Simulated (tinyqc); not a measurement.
Along the matched line: quaternary alloy A(x)B(1-x)C(y)D(1-y) matched to a substrate.

Q(x,y) = x y Q_AC + x (1 - y) Q_AD + (1 - x) y Q_BC + (1 - x)(1 - y) Q_BD for the lattice constant. Gap, rule 1: Q(x,y) - x (1 - x)[y C_ABC + (1 - y) C_ABD] - y (1 - y)[x C_ACD + (1 - x) C_BCD]. Rule 2 (mean of ternaries): {x (1 - x)[y T_ABC(x) + (1 - y) T_ABD(x)] + y (1 - y)[x T_ACD(y) + (1 - x) T_BCD(y)]}/{x (1 - x) + y (1 - y)}, T_ABC(x) = x E_AC + (1 - x) E_BC - C_ABC x (1 - x), T_ACD(y) = y E_AC + (1 - y) E_AD - C_ACD y (1 - y), and alike. Only the Gamma valley is followed.

Matching a(x,y) = a_s gives x = (a_s - y a_BC - (1 - y) a_BD)/(y (a_AC - a_BC) + (1 - y)(a_AD - a_BD)).
Constants: hc = 1239.841984 eV nm.

Parameters, chosen for this exercise (AC, AD, BC, BD near GaAs, GaSb, InAs and InSb; substrate near InP; shifted at random, so the results belong to these values and not to a real crystal):
```
symbol  value                         unit      meaning
a       (5.65, 6.101, 6.064, 6.477)   angstrom  lattice constants of AC, AD, BC, BD
Eg      (1.503, 0.806, 0.422, 0.237)  eV        gaps at Gamma of AC, AD, BC, BD
Cb      (0.41, 0.402, 1.311, 0.637)   eV        bowing of ABC, ABD, ACD, BCD
a_s     5.87                          angstrom  substrate
```

x follows from y.

Results:
```
y          x  bilinear (eV)  rule 1 (eV)  rule 2 (eV)  wavelength 1 (nm)  wavelength 2 (nm)
0.53  0.9797         1.1584       0.8271       0.8585               1499               1444
0.59  0.9119         1.1405       0.8051       0.9051               1540               1370
0.64  0.8560         1.1230       0.7931       0.9233               1563               1343
0.70  0.7896         1.0988       0.7855       0.9318               1578               1331
0.76  0.7240         1.0712       0.7845       0.9307               1580               1332
0.82  0.6591         1.0404       0.7890       0.9217               1571               1345
0.88  0.5949         1.0063       0.7981       0.9044               1553               1371
0.93  0.5419         0.9754       0.8085       0.8814               1533               1407
0.99  0.4790         0.9355       0.8237       0.8368               1505               1482
```

How do the results move, and what explains it?

The matched alloys span 0.785 to 0.827 eV by rule 1, with the lowest value inside the range, at y = 0.76. Along the line dx/dy is -1.130 between the first two rows and -1.048 between the last two. In energy the two rules differ most at y = 0.70, by 146 meV (248 nm there), which measures how far the ternary data leave the interior open. Miscibility gaps are not considered.

tinyqc: `OMP_NUM_THREADS=1 python tinyqc.py 1050741 1050742 out.jsonl`; about 0.01 s, one thread, shared Intel(R) Xeon(R) Processor @ 2.30GHz.
